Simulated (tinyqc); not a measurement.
Scattering rates of a carrier in a spherical band by Fermi's golden rule: one step, computed by the program tinyqc.

All processes here are isotropic or elastic, and the rate listed is the momentum relaxation rate.

Task: Optical or intervalley phonons. Kane band: hbar^2 k^2/(2 m) = E (1 + alpha E), speed v = hbar k/(m (1 + 2 alpha E)), states per spin, volume and energy g(E) = m k (1 + 2 alpha E)/(2 pi^2 hbar^2); overlap factors are set to 1. Masses are multiplied by m_0 and all formulas are in SI units. Phonon occupation N_q = 1/(exp(hbar w/(k_B T)) - 1). Optical or intervalley deformation potential: 1/tau = (pi Z_f D_o^2/(rho w)) [N_q g(E + hbar w) + (N_q + 1) g(E - hbar w)], with g = 0 below the band edge.

Inputs (values chosen for the exercise, modelled on electrons in silicon):

| quantity | value | unit |
|---|---|---|
| density-of-states mass of one valley m | 0.327 | m_0 |
| non-parabolicity alpha | 0.46 | 1/eV |
| density rho | 2329 | kg/m^3 |
| phonon energy hbar w | 60.4 | meV |
| optical or intervalley deformation potential D_o | 5.4 | 1e8 eV/cm |
| final valleys Z_f | 5 | - |
| temperature T | 350 | K |
| carrier energy E | 35 | meV |

Crystal: non-polar. Band: Kane. Impurity formula: Conwell-Weisskopf. Further scattering: none.

Constants: e = 1.602176634e-19 C; hbar = 6.582119569e-16 eV s; k_B = 8.617333262e-05 eV/K; m_0 = 9.1093837015e-31 kg; hbar = 1.054571817e-34 J s.

Give: absorption rate; emission rate.

Result:

absorption rate = 1.172e+12 1/s

emission rate = 0 1/s

E lies below hbar w, so emission is forbidden.
